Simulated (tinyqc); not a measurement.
Inside a calculation: five-level k.p model folded onto the conduction band. Values are carried at full precision from step to step, so a last printed digit may differ when a step is redone from the rounded ones.

Second-order sums for the lowest conduction level at E: 1/m = 1 + Cm + (Ep/3)(2/E + 1/(E + Dso)) - (Ep2/3)(2/(E7 + D2 - E) + 1/(E7 - E)); g/2 = 1 + Cg - (Ep/3)(1/E - 1/(E + Dso)) - (Ep2/3)(1/(E7 - E) - 1/(E7 + D2 - E)). E is counted from the top of the valence band; E = Eg at the edge.

Constants: hbar^2/2m0 = 3.80998211 eV angstrom^2.

Inputs chosen for the exercise (near those of InP; the results hold for these values, not for the real material): Eg = 1.421 eV (gap at Gamma to the s-like level); Dso = 0.108 eV (spin-orbit splitting); Ep = 20.5 eV (Kane energy); E7 = 4.62 eV (upper Gamma7 conduction level, from the valence top); D2 = 0.06 eV (its spin-orbit splitting, Gamma8 above Gamma7); Ep2 = 2.7 eV (Kane energy to the upper levels); Cm = -1.4 (remote term in 1/m); Cg = -0.02 (remote term in g/2); k = 0.053 1/angstrom (wave vector along z).

## Mass and g factor term by term

Evaluate at E = Eg.

Terms:

| level | part of 1/m | part of g |
|---|---|---|
| free + remote | -0.4000 | 1.9600 |
| Gamma8 valence | 9.6176 | -9.6176 |
| Gamma7 valence | 4.4692 | 8.9383 |
| Gamma8 upper | -0.5523 | 0.5523 |
| Gamma7 upper | -0.2813 | -0.5627 |

m = 0.0778 m0
g = 1.270

The valence levels give 14.09 to 1/m and the upper levels take 0.83 away. In g the two valence terms nearly cancel when Dso is small against Eg; here Dso/Eg = 0.08 and they leave -0.679, the upper pair -0.010.

## The matrix at one k

For k along z and one spin sector the level c couples to four states. With c0 = hbar^2/2m0, P = sqrt(Ep c0), P2 = sqrt(Ep2 c0): diagonal Eg + (1 + Cm) c0 k^2 for c, and 0, -Dso, E7 + D2, E7 for lh, so, G8 up, G7 up (their own dispersion is left out); couplings of c: sqrt(2/3) P k to lh, sqrt(1/3) P k to so, sqrt(2/3) P2 k to G8 up, sqrt(1/3) P2 k to G7 up (phases chosen real).

Fill in the matrix.

H (eV):
```
             c       lh        so    G8 up    G7 up
c      1.41672  0.38244   0.27043  0.13879  0.09814
lh     0.38244        0         0        0        0
so     0.27043        0  -0.10800        0        0
G8 up  0.13879        0         0  4.68000        0
G7 up  0.09814        0         0        0  4.62000
```

## Exact folding onto c

Solve E = H_cc + S(E), S(E) = sum_j H_cj^2/(E - H_jj), from E = H_cc, by plain substitution and by Newton steps on E - H_cc - S(E). The weight of c in the state is Z = 1/(1 - dS/dE). The exact level is the third eigenvalue of H from below.

Iterates (eV):

| step | substitution | Newton |
|---|---|---|
| 0 | 1.41672 | 1.41672 |
| 1 | 1.55901 | 1.54525 |
| 2 | 1.54509 | 1.54624 |
| 3 | 1.54635 | 1.54624 |
| 4 | 1.54623 | 1.54624 |
| 5 | 1.54624 | 1.54624 |
| 6 | 1.54624 | 1.54624 |
| 7 | 1.54624 | 1.54624 |

exact level = 1.54624 eV
Z = 0.9167

Substitution multiplies the error by about dS/dE = 1 - 1/Z = -0.091 a step, so it alternates; after 7 steps it is off by 7.1e-09 eV, while Newton is within 1e-5 eV from step 2 on.

## Loewdin series

Expanding E = H_cc + S(E) about Eg in powers of k^2, with s_n = sum_j H_cj^2/(Eg - H_jj)^n: order k^2: e2 = (1 + Cm) c0 k^2 + s1; order k^4: e4 = -s2 e2; order k^6: e6 = s3 e2^2 + s2^2 e2.

Give each order and the partial sums, counted from Eg.

s1 (eV), s2 (no unit), s3 (1/eV); (1 + Cm) c0 k^2 is H_cc - Eg: 0.14184  0.10647  0.07058

e2, e4, e6 (eV): 0.13756  -0.01465  0.00289

partial sums (eV): 0.13756  0.12291  0.12581

The exact value is 0.12524 eV; the errors of the partial sums are +12.32, -2.33 and +0.57 meV.

## Checks

- Curvature of the exact level at small k against the sum for 1/m: both 12.853.

(tinyqc, `OMP_NUM_THREADS=1 python tinyqc.py 1050205 1050206 out.jsonl`, Intel(R) Xeon(R) Processor @ 2.30GHz, 1 thread, shared host, about 0.01 s.)
